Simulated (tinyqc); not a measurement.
Barrier from its over-barrier resonances.

Problem. A flat barrier of width d = 1.2 nm between equal leads transmits fully where k d = n pi, that is at E_n = U + C (n pi/d)^2/m, C = hbar^2/(2 m0), whatever the lead mass. Find m and U.

Constants: q = 1.602176634e-19 C, hbar = 1.054571817e-34 J s, m0 = 9.1093837015e-31 kg, hbar^2/(2 m0) = 0.0380998212 eV nm^2. Results are converted to the units shown.

energies of resonances n = 1 and 2 (eV): 2.9408804  8.1635215

Answer. The spacing is 3 C (pi/d)^2/m, which gives m; either energy then gives U.

m = 0.150 m0
U = 1.20 eV

Numbers from tinyqc (`OMP_NUM_THREADS=1 python tinyqc.py 2560114 2560115 out.jsonl`; about 0.1 s on one thread of a shared Intel Xeon 2.30GHz).
